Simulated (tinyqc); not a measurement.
Worked calculation: Born-Oppenheimer dynamics on the UHF/sto-3g surface (energies and gradients from PySCF), for H3, spin multiplicity 2. Computed by tinyqc, a small Python program that keeps every step (integrals from PySCF). Settings: charge = 0, multiplicity = 2, basis = sto-3g, time step (fs) = 0.5, steps = 16. Command: `OMP_NUM_THREADS=1 python tinyqc.py 30852 30853 out.jsonl` (the two numbers bound the seeds that draw the settings). One thread of a shared host (Intel(R) Xeon(R) Processor @ 2.60GHz), about 0.7 s of CPU time with the checks.

positions (bohr):
```
           x         y         z
1H   0.01701   0.06992  -0.03024
2H  -0.02268  -0.02646   1.55902
3H  -0.04724   1.30769   0.74266
```

The total energy should stay constant up to terms of order dt^2; the step counts as short enough if it moves by less than 2 % of the largest kinetic energy.

Trajectory:
```
time (fs)  1H-2H (angstrom)  potential (hartree)  kinetic (hartree)  total (hartree)
0.00000             0.84281           -1.2620147          0.0017751       -1.2602396
0.50000             0.90804           -1.3201217          0.0558614       -1.2642603
1.00000             1.05128           -1.4112594          0.1442132       -1.2670462
1.50000             1.24485           -1.4850822          0.2181593       -1.2669229
2.00000             1.46727           -1.5322009          0.2661040       -1.2660969
2.50000             1.70552           -1.5588185          0.2933844       -1.2654341
3.00000             1.95279           -1.5719547          0.3070028       -1.2649519
3.50000             2.20607           -1.5773461          0.3127706       -1.2645755
4.00000             2.46436           -1.5797460          0.3153795       -1.2643665
4.50000             2.72710           -1.5818178          0.3174518       -1.2643660
5.00000             2.99315           -1.5834972          0.3190653       -1.2644319
5.50000             3.26060           -1.5838074          0.3193801       -1.2644273
6.00000             3.52731           -1.5827678          0.3184090       -1.2643588
6.50000             3.79141           -1.5813925          0.3171031       -1.2642895
7.00000             4.05163           -1.5807609          0.3165002       -1.2642607
7.50000             4.30742           -1.5813297          0.3170452       -1.2642846
8.00000             4.55901           -1.5827161          0.3183667       -1.2643493
```

Is the time step short enough?

No. The total energy moves within 6.8e-03 hartree; that is over 2 % of the largest kinetic energy, so the time step is too long.
